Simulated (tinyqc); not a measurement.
Worked calculation: UHF in the sto-6g basis, for H3-, spin multiplicity 1. The basis has no diffuse functions, so it cannot describe the extra electron: this is an exercise in the method, not the real anion. One step of it, computed by the program tinyqc.

Task: Iteration 2: diagonalisation and new density. Diagonalise F' = X^T F X, C = X C', fill 2 alpha and 2 beta electrons from the bottom; D(s) = C_occ C_occ^T. Each column has its largest component positive (the first on a tie).

F(alpha) (hartree), order 1H 1s, 2H 1s, 3H 1s:
```
[[0.185945, -0.134157, -0.206255],
 [-0.134157, -0.018387, -0.079669],
 [-0.206255, -0.079669, 0.437810]]
```

F(beta) (hartree), order 1H 1s, 2H 1s, 3H 1s:
```
[[0.185917, -0.206263, -0.134132],
 [-0.206263, 0.437806, -0.079682],
 [-0.134132, -0.079682, -0.018363]]
```

X, order 1H 1s, 2H 1s, 3H 1s:
```
[[0.999063, -0.000075, 0.504854],
 [-0.584011, -0.784495, 0.431913],
 [-0.583811, 0.784634, 0.431885]]
```

Give: F' = X^T F X; orbital energies; coefficients C; F' = X^T F X; orbital energies; coefficients C; D(alpha) after iteration 2; D(beta) after iteration 2.

Result:

F' = X^T F X (alpha) (hartree):
```
[[0.6714, -0.2655, -0.0183],
 [-0.2655, 0.3563, 0.1260],
 [-0.0183, 0.1260, -0.0525]]
```

orbital energies (alpha) (hartree): [-0.0931, 0.2386, 0.8297]

coefficients C (alpha), order 1H 1s, 2H 1s, 3H 1s:
```
[[0.3897, -0.6647, -0.8120],
 [0.7072, 0.7888, 0.1436],
 [0.2106, -0.4709, 0.9364]]
```

F' = X^T F X (beta) (hartree):
```
[[0.6715, 0.2655, -0.0184],
 [0.2655, 0.3562, -0.1260],
 [-0.0184, -0.1260, -0.0525]]
```

orbital energies (beta) (hartree): [-0.0931, 0.2385, 0.8297]

coefficients C (beta), order 1H 1s, 2H 1s, 3H 1s:
```
[[0.3897, -0.6647, -0.8120],
 [0.2106, -0.4708, 0.9365],
 [0.7072, 0.7889, 0.1435]]
```

D(alpha) after iteration 2, order 1H 1s, 2H 1s, 3H 1s:
```
[[0.5937, -0.2487, 0.3951],
 [-0.2487, 1.1224, -0.2225],
 [0.3951, -0.2225, 0.2661]]
```

D(beta) after iteration 2, order 1H 1s, 2H 1s, 3H 1s:
```
[[0.5937, 0.3950, -0.2488],
 [0.3950, 0.2660, -0.2225],
 [-0.2488, -0.2225, 1.1224]]
```
